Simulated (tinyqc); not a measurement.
Length of a polyene: Hueckel, PPP and singles CI along the polyenes. Computed by the program tinyqc. Hueckel uses the same beta without repulsion; CIS keeps all single excitations and so misses the low, doubly excited 2Ag state. W is the valence ionisation energy of a centre, MN the Mataga-Nishimoto formula, f the oscillator strength.

All-trans chains of carbon centres 1.40 angstrom apart:
```
parameter,value
"beta (eV), times 1 +/- alternation",-2.130000
alternation,0.080000
W (eV),11.160000
gamma_rr (eV),10.270000
repulsion formula,MN
```

Gaps and excitations (eV):
```
centres,Hueckel gap,PPP orbital gap,bright singlet (CIS),f,lowest triplet (CIS)
2,4.601,9.740,7.166,0.614,2.035
4,3.041,7.668,5.135,0.946,1.327
8,1.926,6.019,3.652,1.664,0.842
10,1.669,5.618,3.296,1.990,0.740
12,1.492,5.339,3.048,2.298,0.674
14,1.362,5.137,2.868,2.594,0.629
```

Estimate the missing row, centres = 6.

Computed row:
```
centres  Hueckel gap  PPP orbital gap  bright singlet (CIS)      f  lowest triplet (CIS)
6              2.329            6.632                 4.199  1.317                 1.011
```

The Hueckel gap tends to 4 x alternation x |beta| = 0.68 eV for long chains. Exchange opens the PPP orbital gap, and the attraction of electron and hole brings the bright state 2.27 eV below it at 14 centres; the triplet lies 2.24 eV lower still.
